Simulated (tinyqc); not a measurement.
# Implant damage, amorphisation by cascade overlap, and solid-phase epitaxial regrowth, step by step

A worked calculation. Computed by tinyqc, a small Python program that keeps every step. Command: `OMP_NUM_THREADS=1 python tinyqc.py 3113938 3113939 out.jsonl sper walk`. One thread of a shared host (Intel(R) Xeon(R) Processor @ 2.30GHz), about 0.01 s of CPU time with the checks. Intermediate numbers are printed to about 6 digits and carried at full precision; extremes and crossings named in words are read from the listed rows.

Range and width of the damage are inputs. Dynamic annealing enters only through the surviving share f.

Inputs (values chosen for the exercise, modelled on silicon ions in germanium):
```
quantity                            value    unit
atomic density N                     44.2  1/nm^3
ion Z1                                 14       -
ion mass M1                            28       u
target Z2                              32       -
target mass M2                      72.63       u
ion energy E                           40     keV
displacement energy E_d                13      eV
depth of the damage peak R_d           26      nm
width of the damage profile s_d        14      nm
share of defects that survive f      0.97       -
critical displaced share x_c          0.2       -
dose Q                            1.7e+14  1/cm^2
overlaps needed n                       1       -
area amorphised by one track A_i     0.94    nm^2
regrowth prefactor v0             3.5e+16    nm/s
regrowth energy E_a                  2.15      eV
anneal temperature                    366       C
rate relative to (100)                  1       -
peak enhancement by the dopant         12       -
ramp rate                              73     K/s
```

Constants: a_0 = 0.529177210903 angstrom; e^2/(4 pi eps_0) = 14.39964548 eV angstrom; k_B = 8.617333262e-05 eV/K.

## Damage energy and displacements per ion

Robinson partition: eps = E a M2/(Z1 Z2 (e^2/(4 pi eps_0)) (M1 + M2)), a = 0.8853 a_0/sqrt(Z1^(2/3) + Z2^(2/3)); k = 0.0793 Z1^(2/3) Z2^(1/2) (M1 + M2)^(3/2)/((Z1^(2/3) + Z2^(2/3))^(3/4) M1^(3/2) M2^(1/2)); damage energy T_d = E/(1 + k (eps + 0.40244 eps^(3/4) + 3.4008 eps^(1/6))); displacements nu = 0.8 T_d/(2 E_d).

reduced energy eps = 0.525985

k = 0.261773

damage energy T_d = 19.9741 keV

T_d/E = 0.499353

displacements per ion nu = 614.588

50 % of the energy goes to electrons.

## The amorphous layer

Displaced share x(z) = f nu Q exp(-(z - R_d)^2/(2 s_d^2))/(sqrt(2 pi) s_d N); the layer is amorphous where x > x_c, between R_d -/+ s_d sqrt(2 ln(x_max/x_c)), the upper edge being cut at the surface. Threshold dose Q_c = Q x_c/x_max.

peak displaced share x_max = 0.653378

threshold dose Q_c = 5.20372e+13 1/cm^2

upper edge = 4.45784 nm

lower edge = 47.5422 nm

The layer is buried, so it regrows from both sides and the two fronts meet in a defect plane.

## Damage left below the interface

Displaced atoms per area beyond the lower edge z2: f nu Q (1/2) erfc((z2 - R_d)/(sqrt2 s_d)); they are not removed by regrowth.

share of the damage beyond z2 = 0.0619356

displaced atoms beyond z2 = 6.27690e+15 1/cm^2

## Layer against dose

The formulas are those given above.

Dose series; the last column is f nu Q erfc((z2 - R_d)/(sqrt2 s_d))/2:
```
Q (1/cm^2)    x_max  upper edge (nm)  lower edge (nm)  displaced atoms beyond z2 (1/cm^2)
5.72e+13    0.21984          19.9106          32.0894                         1.13142e+16
7.81e+13    0.30017          13.3840          38.6160                         8.55555e+15
1.30e+14    0.49964           7.0552          44.9448                         6.81965e+15
2.08e+14    0.79943           2.6945          49.3055                         5.95053e+15
3.64e+14    1.39900           0.0000          53.6137                         5.26908e+15
6.24e+14    2.39828           0.0000          57.2058                         4.80153e+15
1.30e+15    4.99642           0.0000          61.5179                         4.33262e+15
2.60e+15    9.99284           0.0000          65.1565                         3.99871e+15
```

A dose 45 times larger moves the lower edge from 32.1 to 65.2 nm, as the root of a logarithm, and the damage beyond it falls by a factor 2.8, since the edge lies on an ever steeper tail. The layer reaches the surface at Q_c exp(R_d^2/(2 s_d^2)) = 2.92e14 per cm^2.

## Overlap model

Gibbons model: a point turns amorphous after n + 1 hits; with y = A_i Q the amorphous share is 1 - exp(-y) sum_(k=0..n) y^k/k!. Doses are set by y.

Amorphous share:
```
y     Q (1/cm^2)  direct impact (n = 0)   given n
0.1  1.06383e+13               0.095163  0.004679
0.3  3.19149e+13               0.259182  0.036936
0.6  6.38298e+13               0.451188  0.121901
1.0  1.06383e+14               0.632121  0.264241
2.0  2.12766e+14               0.864665  0.593994
3.0  3.19149e+14               0.950213  0.800852
5.0  5.31915e+14               0.993262  0.959572
8.0  8.51064e+14               0.999665  0.996981
```

At small y the share grows as y^2; between the first rows the exponent is 1.88.

## Isothermal regrowth

v = v0 x orientation factor x exp(-E_a/(k_B T)) x [1 + (enhancement - 1) exp(-(z - R_d)^2/(2 s_d^2))], T = anneal temperature + 273.15 K; the dopant is taken to follow the damage profile; the lower front moves from the lower edge z2 to the surface, or to the middle (z1 + z2)/2 of a buried layer with upper edge z1; time = int dz/v; the equivalent undoped distance is that time times the undoped velocity.

undoped velocity = 0.389985 nm/s

distance to regrow = 21.5422 nm

time without enhancement = 55.2385 s

equivalent undoped distance = 2.67063 nm

time with enhancement = 6.84803 s

The rate doubles for each 11 K or so near this temperature.

## Regrowth during a ramp

On a linear ramp from 200 C regrowth ends at the T_f where int v_undoped dT/(ramp rate) equals the equivalent undoped distance.

temperature at which regrowth ends = 424.933 C

Checks made by the program: tail against quadrature of x(z) N (relative difference below 1e-10).
